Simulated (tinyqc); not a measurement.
Charge control and current of a heterostructure field-effect transistor. Changing the channel mass m. Computed by tinyqc, a small Python program. Command: `OMP_NUM_THREADS=1 python tinyqc.py 3002376 3002377 out.jsonl hemt sweep`. One thread of a shared host (Intel(R) Xeon(R) Processor @ 2.30GHz), about 0.01 s of CPU time with the checks.

Two subbands in a triangular well; E_F is counted from the conduction band edge of the channel at the interface.

Inputs (values chosen for the exercise, modelled on AlGaAs/GaAs): permittivity eps (barrier and channel) = 12.2; barrier thickness d = 25 nm; Schottky barrier phi_B = 1.1 eV; conduction band offset dE_c = 0.28 eV; delta-doping density N_d = 3.5e+12 1/cm^2; gate voltage V_G = 0 V; temperature T = 77 K; mixing = 0.5; iteration cap = 200; spacer between delta layer and channel = 4.2 nm.

Charge source: delta doping. Velocity law: two-piece.

Constants: e = 1.602176634e-19 C; eps_0 = 8.8541878128e-12 F/m; k_B = 8.617333262e-05 eV/K; hbar = 1.054571817e-34 J s; m_0 = 9.1093837015e-31 kg; k_B = 1.380649e-23 J/K.

Method:
- Threshold V_T = phi_B - dE_c - e N_d (d - spacer)/(eps eps_0) (in volts); C_b = eps eps_0/d.
- Charge control: n_s = C_b (V_G - V_T - E_F/e)/e. Well: mean field F = e n_s/(2 eps eps_0), E_i = (hbar^2/2m)^(1/3) [(3 pi e F/2)(i + 3/4)]^(2/3), i = 0, 1; n_s = D k_B T sum_i ln(1 + exp((E_F - E_i)/k_B T)), D = m/(pi hbar^2), which is solved in closed form for E_F.
- Iteration from n_s = C_b (V_G - V_T)/(2e): E_F from n_s, n_out from the charge control, n_new = n_s + mixing (n_out - n_s), kept above n_s/10; stop when |n_out/n_s - 1| < 1e-9.
- C_g = e dn_s/dV_G = 1/(1/C_b + 1/C_q), 1/C_q = d(E_F/e)/d(e n_s) by a central difference of +/- 0.1 % in n_s; added distance dd = eps eps_0/C_q.

One run for each value; columns: (1) channel mass m (m_0); (2) gate capacitance C_g (microfarad/cm^2); (3) added distance dd (nm); (4) sheet density n_s (1/cm^2); (5) share in the second subband (%):
```
(1)        (2)     (3)         (4)     (5)
0.020  0.27919  13.690  4.1430e+11  8.5048
0.032  0.30546  10.364  4.6106e+11  4.1916
0.050  0.32834   7.899  5.0099e+11  2.5803
0.079  0.34721   6.111  5.3623e+11  2.1354
0.130  0.36255   4.795  5.6878e+11  2.2901
0.200  0.37249   4.000  5.9311e+11  2.7894
0.320  0.38088   3.361  6.1662e+11  3.7048
0.500  0.38716   2.901  6.3669e+11  4.9598
```

Over the rows, gate capacitance C_g (microfarad/cm^2) rises from 0.279 to 0.387 (exponent d ln y / d ln x 0.19 between the first rows and 0.037 between the last); added distance dd (nm) falls from 13.7 to 2.90 (exponent d ln y / d ln x -0.59 between the first rows and -0.33 between the last); sheet density n_s (1/cm^2) rises from 4.14e11 to 6.37e11 (exponent d ln y / d ln x 0.23 between the first rows and 0.072 between the last). A light mass lowers the density of states and raises E_0, so more of the gate voltage goes into E_F.
